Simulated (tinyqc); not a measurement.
Growing the shell: core-shell quantum dot (spherical envelope functions).

Parabolic bands; strain and other valleys are left out. s states, u = r psi, hard wall at R + H, c = hbar^2/2m0, energies from the band edges of the core. Core: u = sin(k1 r)/k1, k1 = sqrt(m1 E/c). At R, psi and psi'/m are continuous, so u is continuous and its slope in the shell is s = u/R + (m2/m1)(u' - u/R). Shell: u(R + x) = u(R) cos(k2 x) + s sin(k2 x)/k2, k2 = sqrt(m2 (E - V)/c); for negative arguments the functions turn into sinh and cosh. A level has u(R + H) = 0.

Overlap = (integral of u_e u_h)^2 with normalised u. Coulomb integrals J_ab = (q/eps) double integral of u_a(r)^2 u_b(s)^2/max(r, s), q = e^2/(4 pi eps0), one eps everywhere. Exciton E = Eg + E_e + E_h - J_eh; first-order biexciton shift J_ee + J_hh - 2 J_eh (positive: repulsive).

Constants: hbar^2/2m0 = 3.80998211 eV angstrom^2; e^2/(4 pi eps0) = 14.39964547 eV angstrom; hc = 1239.841984 eV nm.

Parameters, chosen for this exercise (near those of an InP/GaP core-shell dot; shifted at random, so the results belong to these values and not to a real crystal):
- R = 18 angstrom (core radius)
- Vc = 0.411 eV (conduction edge of the shell above that of the core)
- Vv = 0.315 eV (hole barrier of the shell)
- me1 = 0.082 m0 (electron, core)
- me2 = 0.134 m0 (electron, shell)
- mh1 = 0.44 m0 (hole, core)
- mh2 = 0.518 m0 (hole, shell)
- Eg = 1.365 eV (gap of the core)
- eps = 9.7 (dielectric constant)
- Hs = (3, 7, 15, 17, 28, 47, 66) angstrom (shell thicknesses)

All quantities anew for each H.

Results:

| H (angstrom) | E_e (eV) | E_h (eV) | electron in core | overlap | J_eh (meV) | E (eV) | biexciton shift (meV) |
|---|---|---|---|---|---|---|---|
| 3 | 0.8744 | 0.1902 | 0.965 | 0.991 | 121.4 | 2.308 | 0.4 |
| 7 | 0.5935 | 0.1566 | 0.847 | 0.973 | 106.2 | 2.009 | 1.4 |
| 15 | 0.4348 | 0.1453 | 0.664 | 0.913 | 93.7 | 1.851 | 4.1 |
| 17 | 0.4196 | 0.1449 | 0.634 | 0.895 | 91.9 | 1.838 | 4.9 |
| 47 | 0.3697 | 0.1443 | 0.453 | 0.722 | 79.0 | 1.800 | 12.1 |
| 66 | 0.3675 | 0.1443 | 0.430 | 0.689 | 76.7 | 1.800 | 13.6 |

Give the missing row, H (angstrom) = 28.

Computed row:
```
H (angstrom)  E_e (eV)  E_h (eV)  electron in core  overlap  J_eh (meV)  E (eV)  biexciton shift (meV)
28              0.3827    0.1443             0.526    0.808        84.8   1.807                    8.5
```

The line moves by -508 meV: the electron gives -507, the hole -46 and the weaker attraction +45 meV. Over the last step E_e moves by -2.2 meV and E_h by 0.0 meV; the electron level lies below the shell edge Vc, so it is bound to the core and settles. The overlap goes from 0.991 to 0.689, which scales the radiative lifetime by 1.4 if the rate is proportional to it. Up to H = 66 angstrom E_e exceeds 0.15 Eg, where a parabolic band overstates it. In the thickest shell the electron is spread so far that the attraction of the hole, taken to first order here, would pull it back and raise the overlap.

Run: tinyqc, `OMP_NUM_THREADS=1 python tinyqc.py 1250291 1250292 out.jsonl`; Intel(R) Xeon(R) Processor @ 2.30GHz, one thread, shared host; about 0.06 s of CPU time with all checks.
